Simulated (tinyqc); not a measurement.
# Bandgap voltage reference from two bipolar transistors: effect of the temperature coefficient of both resistors

Two transistors of area 1 and N carry the same current I. Is(T) = Is (T/T0)^eta exp[(Vg0 q/kB)(1/T0 - 1/T)], VBE1 = Vt ln(I/Is(T)) + I rb, VBE2 = Vt ln(I/(N Is(T))) + I rb/N. The amplifier forces I R1(T) = VBE1 - VBE2 + Vos, with R(T) = R (1 + tc (T - T0)) for both resistors, and the output is Vref = VBE1 + I R2(T). Base currents and the Early effect are neglected.

Vt = kB T/q; I = (Vt ln N + Vos)/(R1(T) - rb (1 - 1/N)). Box coefficient: span of Vref between 233 and 398 K over its average over T and over 165 K. The last column is the R2 that gives zero slope at T0.

Inputs (values chosen for the exercise); values of the order met in silicon bipolar transistors:
```
symbol,value,unit,meaning
T0,323,K,reference temperature
Vg0,1.202,V,band-gap voltage extrapolated to 0 K
eta,3.9,,temperature exponent of the saturation current
Is,1.8e-18,A,saturation current of the unit transistor at T0
N,10,,area ratio of the second transistor
R1,5.2,kohm,"resistor across which the difference of VBE falls, at T0"
Vos,0,mV,offset of the amplifier
rb,0,ohm,series resistance of the unit transistor
R2,35.46,kohm,output resistor at T0
```

Constants: q = 1.602176634e-19 C, kB = 1.380649e-23 J/K. Results are converted to the units shown.

Result of one run:
```
I at T0 (uA)  Vref at T0 (V)  slope at T0 (uV/K)  box coefficient (ppm/K)  R2 for zero slope (kohm)
12.33                  1.260              -43.51                    29.75                     36.60
```

Which temperature coefficient of both resistors tc gave this result: -2000, -1000, 0 or 3000 ppm/K?

tc = -1000 ppm/K.

The whole series:
```
tc (ppm/K)  I at T0 (uA)  Vref at T0 (V)  slope at T0 (uV/K)  box coefficient (ppm/K)  R2 for zero slope (kohm)
-2000              12.33           1.260              -15.67                    10.26                     35.87
-1000              12.33           1.260              -43.51                    29.75                     36.60
0                  12.33           1.260              -71.34                    49.92                     37.33
1000               12.33           1.260              -99.18                    70.73                     38.06
2000               12.33           1.260              -127.0                    91.92                     38.79
3000               12.33           1.260              -154.8                    113.6                     39.52
```

As tc goes from -2000 to 3000, Vref stays at 1.260 V and the box coefficient rises from 10.3 to 114 ppm/K.

Numbers from tinyqc (`OMP_NUM_THREADS=1 python tinyqc.py 2062175 2062176 out.jsonl`; about 0.02 s on one thread of a shared Intel Xeon 2.30GHz).
